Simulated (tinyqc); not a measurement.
Capacitance measurement on a leaky thin oxide: effects of series resistance and leakage: one step of the calculation.

The device is a capacitance C in parallel with a leakage conductance G, in series with Rs and Ls. An impedance meter reports either a parallel pair (Cp, Gp) from Y = 1/Z = Gp + i w Cp or a series pair (Cs, Rm) from Z = Rm + 1/(i w Cs); w = 2 pi f, dissipation D = Gp/(w |Cp|).

Task. True capacitance and conductance. EOT = 3.9 tox/eox; CET = EOT + zc + zp; C = 3.9 eps0 A/CET; G = Jg A/Vs.

Values chosen for this exercise; values of the order met in thin-oxide MOS capacitors:
```
symbol,value,unit,meaning
eox,7.62,,relative permittivity of the gate insulator (close to silicon nitride)
tox,2.9,nm,insulator thickness
A,100,um^2,gate area
zc,0.49,nm,oxide-equivalent thickness added by the accumulation layer
zp,0,nm,oxide-equivalent thickness added by gate depletion
Jg,0.6,A/cm^2,"gate leakage current density, not matched to the thickness"
Vs,0.22,V,voltage for an e-fold rise of the leakage
```

Constants: eps0 = 8.8541878128e-14 F/cm where lengths are in cm. Results are converted to the units shown.

Give: EOT; CET; C; G.

Result.

EOT = 1.484 nm
CET = 1.974 nm
C = 1.749 pF
G = 2.727 uS

tinyqc, about 0.01 s, one thread, Intel Xeon 2.30GHz (shared host): `OMP_NUM_THREADS=1 python tinyqc.py 2022095 2022096 out.jsonl`
